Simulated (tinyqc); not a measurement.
What the shift does to the intrinsic density: temperature and isotope dependence of a band gap in oscillator models.

E(T) = E0 - sum_i sl_i th_i n_i(T), n = 1/(exp(th/T) - 1). The same coupling lowers the gap at 0 K by the zero-point term ZP = sum_i sl_i th_i/2, so the gap of the static lattice is E0 + ZP. Thermal expansion is taken as part of the slopes.

Constants: kB = 8.617333262e-05 eV/K; hbar^2/2m0 = 3.80998211 eV angstrom^2.

Values chosen for the exercise (near those of AlN; the results hold for these values, not for the real material):
- E0 = 6.05 eV (gap at 0 K)
- th = (368, 949) K (temperatures of two oscillators)
- sl = (0.1375, 0.6715) meV/K (their high-temperature slopes)
- mm = 1 m0 (geometric mean of the density-of-states masses)

ni = 2 (mm kT/(4 pi c))^(3/2) exp(-E/2kT), c = hbar^2/2m0, with E(T) and with E0; 1 angstrom^-3 = 1e24 cm^-3. Apparent gap from an Arrhenius plot of ni/T^(3/2): E(T) - T dE/dT, dE/dT = -sum sl_i (th_i/T)^2 n_i (1 + n_i).

Results:
```
T (K)  E(T) (eV)  ni (cm^-3)  ni with E(T) / ni with E0  apparent gap (eV)
200       6.0349    1.26e-57                      1.552             6.0825
300       6.0009    9.87e-32                      2.586             6.1302
350       5.9775    2.91e-24                      3.328             6.1531
400       5.9509    1.25e-18                      4.208             6.1737
500       5.8911    1.10e-10                      6.319             6.2077
700       5.7555       0.171                     11.482             6.2538
```

Give the missing row, T (K) = 250.

Computed row:
```
T (K)  E(T) (eV)  ni (cm^-3)  ni with E(T) / ni with E0  apparent gap (eV)
250       6.0203    3.97e-42                      1.993             6.1059
```

Using E0 in place of E(T) understates ni by a factor that rises from 1.55 to 11.48, towards exp(sum sl/2kB) = 109.3. The slope of an Arrhenius plot returns neither E(T) nor E0 but the intercept of the tangent, 6.1302 eV at 300 K, which lies 80 meV above E0 and tends to the static gap 6.3939 eV.

Computed by tinyqc, a small Python program: `OMP_NUM_THREADS=1 python tinyqc.py 1851179 1851180 out.jsonl` (the numbers bound the seed that draws the inputs); one thread of a shared host (Intel(R) Xeon(R) Processor @ 2.30GHz), about 0.01 s for the whole set of steps.
